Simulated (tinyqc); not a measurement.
## Inductance and parasitic capacitance from two readings

Problem. A loss-free coil L in parallel with C shows the apparent inductance L/(1 - w^2 L C), w = 2 pi f. Find L, C and the self-resonance 1/(2 pi sqrt(L C)).

apparent inductance at 4.9 and 12 GHz (nH): [1.7660617, 3.6692308]

Answer. The inverse of the reading is 1/L - w^2 C, a straight line in w^2.

L = 1.60 nH
C = 62.0 fF
self-resonance = 16.0 GHz

Program tinyqc, `OMP_NUM_THREADS=1 python tinyqc.py 2302037 2302038 out.jsonl`; Intel Xeon 2.30GHz, shared host, one thread, about 0.01 s.
